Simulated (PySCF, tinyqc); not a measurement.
Inside a calculation. Method: RHF in the 3-21g basis, for H3+, spin multiplicity 1. The lowest restricted solution is unstable here: a spin-polarised one lies 0.0018 hartree lower (PySCF). One step of it, computed by the program tinyqc.

Problem. Iteration 1: building the Fock matrix. J_ij = sum D_kl (ij|kl), K_ij = sum D_kl (ik|jl); F = H + J - 0.5 K; E = tr D H + tr D J / 2 - 0.25 tr D K + E_nn.

D at the start, lower triangle:
```
          1H 1s     1H 2s     2H 1s     2H 2s     3H 1s     3H 2s
1H 1s  0.160174
1H 2s  0.214437  0.287084
2H 1s  0.102991  0.137882  0.066223
2H 2s  0.136690  0.182998  0.087891  0.116650
3H 1s  0.102895  0.137753  0.066161  0.087809  0.066099
3H 2s  0.136594  0.182869  0.087830  0.116568  0.087747  0.116486
```

core Hamiltonian H = T + V (hartree), lower triangle:
```
           1H 1s      1H 2s      2H 1s      2H 2s      3H 1s      3H 2s
1H 1s  -0.877449
1H 2s  -0.945449  -1.103351
2H 1s  -0.101436  -0.337116  -0.807512
2H 2s  -0.347369  -0.621918  -0.900289  -1.038105
3H 1s  -0.101272  -0.336884  -0.022095  -0.187441  -0.807407
3H 2s  -0.347147  -0.621655  -0.187451  -0.428319  -0.900222  -1.038012
```

Two-electron integrals (ij|kl) in chemists' order, unique and non-zero (hartree):
```
(11|11) 1.140145   (21|11) 0.611403   (21|21) 0.345152   (22|11) 0.626370
(22|21) 0.380329   (22|22) 0.482957   (31|11) 0.020298   (31|21) 0.012407
(31|22) 0.015636   (31|31) 0.000945   (32|11) 0.081680   (32|21) 0.052198
(32|22) 0.075171   (32|31) 0.004449   (32|32) 0.030174   (33|11) 0.352955
(33|21) 0.227737   (33|22) 0.343680   (33|31) 0.020298   (33|32) 0.171223
(33|33) 1.140145   (41|11) 0.171223   (41|21) 0.097968   (41|22) 0.110436
(41|31) 0.004449   (41|32) 0.018812   (41|33) 0.081680   (41|41) 0.030174
(42|11) 0.248353   (42|21) 0.153920   (42|22) 0.206088   (42|31) 0.009012
(42|32) 0.050207   (42|33) 0.248353   (42|41) 0.050207   (42|42) 0.111048
(43|11) 0.227737   (43|21) 0.146680   (43|22) 0.219609   (43|31) 0.012407
(43|32) 0.097968   (43|33) 0.611403   (43|41) 0.052198   (43|42) 0.153920
(43|43) 0.345152   (44|11) 0.343680   (44|21) 0.219609   (44|22) 0.322514
(44|31) 0.015636   (44|32) 0.110436   (44|33) 0.626370   (44|41) 0.075171
(44|42) 0.206088   (44|43) 0.380329   (44|44) 0.482957   (51|11) 0.020253
(51|21) 0.012380   (51|22) 0.015603   (51|31) 0.000511   (51|32) 0.002368
(51|33) 0.010569   (51|41) 0.003708   (51|42) 0.006831   (51|43) 0.006819
(51|44) 0.010296   (51|51) 0.000941   (52|11) 0.081599   (52|21) 0.052147
(52|22) 0.075103   (52|31) 0.002371   (52|32) 0.012611   (52|33) 0.059093
(52|41) 0.015838   (52|42) 0.034887   (52|43) 0.038137   (52|44) 0.058096
(52|51) 0.004436   (52|52) 0.030130   (53|11) 0.002147   (53|21) 0.001374
(53|22) 0.001969   (53|31) 0.000095   (53|32) 0.000553   (53|33) 0.002654
(53|41) 0.000476   (53|42) 0.001175   (53|43) 0.001667   (53|44) 0.002240
(53|51) 0.000095   (53|52) 0.000553   (53|53) 0.000023   (54|11) 0.039086
(54|21) 0.025064   (54|22) 0.036630   (54|31) 0.001277   (54|32) 0.007097
(54|33) 0.033631   (54|41) 0.007902   (54|42) 0.018498   (54|43) 0.021670
(54|44) 0.032550   (54|51) 0.002090   (54|52) 0.014718   (54|53) 0.000327
(54|54) 0.007803   (55|11) 0.352850   (55|21) 0.227670   (55|22) 0.343594
(55|31) 0.010587   (55|32) 0.059131   (55|33) 0.282977   (55|41) 0.069293
(55|42) 0.162847   (55|43) 0.182764   (55|44) 0.281373   (55|51) 0.020253
(55|52) 0.171094   (55|53) 0.002654   (55|54) 0.084507   (55|55) 1.140145
(61|11) 0.171094   (61|21) 0.097895   (61|22) 0.110356   (61|31) 0.003713
(61|32) 0.015842   (61|33) 0.069264   (61|41) 0.028325   (61|42) 0.045906
(61|43) 0.044583   (61|44) 0.066477   (61|51) 0.004436   (61|52) 0.018781
(61|53) 0.000476   (61|54) 0.008960   (61|55) 0.081599   (61|61) 0.030130
(62|11) 0.248219   (62|21) 0.153838   (62|22) 0.205985   (62|31) 0.006842
(62|32) 0.034901   (62|33) 0.162806   (62|41) 0.045915   (62|42) 0.093025
(62|43) 0.104090   (62|44) 0.153178   (62|51) 0.008990   (62|52) 0.050147
(62|53) 0.001175   (62|54) 0.024628   (62|55) 0.248219   (62|61) 0.050147
(62|62) 0.110951   (63|11) 0.039095   (63|21) 0.025070   (63|22) 0.036636
(63|31) 0.002095   (63|32) 0.014728   (63|33) 0.084507   (63|41) 0.008968
(63|42) 0.024639   (63|43) 0.048693   (63|44) 0.055562   (63|51) 0.001275
(63|52) 0.007093   (63|53) 0.000327   (63|54) 0.004107   (63|55) 0.033631
(63|61) 0.007898   (63|62) 0.018493   (63|63) 0.007803   (64|11) 0.131990
(64|21) 0.083390   (64|22) 0.117951   (64|31) 0.004976   (64|32) 0.029730
(64|33) 0.150422   (64|41) 0.027312   (64|42) 0.065653   (64|43) 0.094037
(64|44) 0.128949   (64|51) 0.004966   (64|52) 0.029710   (64|53) 0.000939
(64|54) 0.016345   (64|55) 0.150422   (64|61) 0.027294   (64|62) 0.065629
(64|63) 0.016345   (64|64) 0.049020   (65|11) 0.227670   (65|21) 0.146639
(65|22) 0.219557   (65|31) 0.006831   (65|32) 0.038161   (65|33) 0.182764
(65|41) 0.044602   (65|42) 0.104117   (65|43) 0.118013   (65|44) 0.181082
(65|51) 0.012380   (65|52) 0.097895   (65|53) 0.001667   (65|54) 0.048693
(65|55) 0.611403   (65|61) 0.052147   (65|62) 0.153838   (65|63) 0.021670
(65|64) 0.094037   (65|65) 0.345152   (66|11) 0.343594   (66|21) 0.219557
(66|22) 0.322452   (66|31) 0.010315   (66|32) 0.058134   (66|33) 0.281373
(66|41) 0.066509   (66|42) 0.153223   (66|43) 0.181082   (66|44) 0.273800
(66|51) 0.015603   (66|52) 0.110356   (66|53) 0.002240   (66|54) 0.055562
(66|55) 0.626370   (66|61) 0.075103   (66|62) 0.205985   (66|63) 0.032550
(66|64) 0.128949   (66|65) 0.380329   (66|66) 0.482957
```

nuclear repulsion = 0.98891414 hartree

Give: Coulomb J; exchange K; Fock matrix F; total energy of this density.

Solution.

Coulomb J (hartree), lower triangle:
```
        1H 1s   1H 2s   2H 1s   2H 2s   3H 1s   3H 2s
1H 1s  1.2048
1H 2s  0.7164  0.8995
2H 1s  0.0335  0.1805  0.9102
2H 2s  0.2164  0.4301  0.5587  0.7566
3H 1s  0.0334  0.1803  0.0048  0.0910  0.9097
3H 2s  0.2163  0.4298  0.0910  0.2724  0.5584  0.7563
```

exchange K (hartree), lower triangle:
```
        1H 1s   1H 2s   2H 1s   2H 2s   3H 1s   3H 2s
1H 1s  0.7410
1H 2s  0.6770  0.7379
2H 1s  0.2137  0.3047  0.3585
2H 2s  0.3836  0.4864  0.3613  0.4559
3H 1s  0.2134  0.3044  0.1188  0.2122  0.3580
3H 2s  0.3833  0.4861  0.2123  0.3463  0.3608  0.4554
```

Fock matrix F (hartree), lower triangle:
```
         1H 1s    1H 2s    2H 1s    2H 2s    3H 1s    3H 2s
1H 1s  -0.0431
1H 2s  -0.5675  -0.5729
2H 1s  -0.1748  -0.3090  -0.0766
2H 2s  -0.3227  -0.4351  -0.5223  -0.5095
3H 1s  -0.1746  -0.3088  -0.0768  -0.2025  -0.0767
3H 2s  -0.3226  -0.4349  -0.2026  -0.3290  -0.5222  -0.5094
```

total energy of this density = -1.106473 hartree
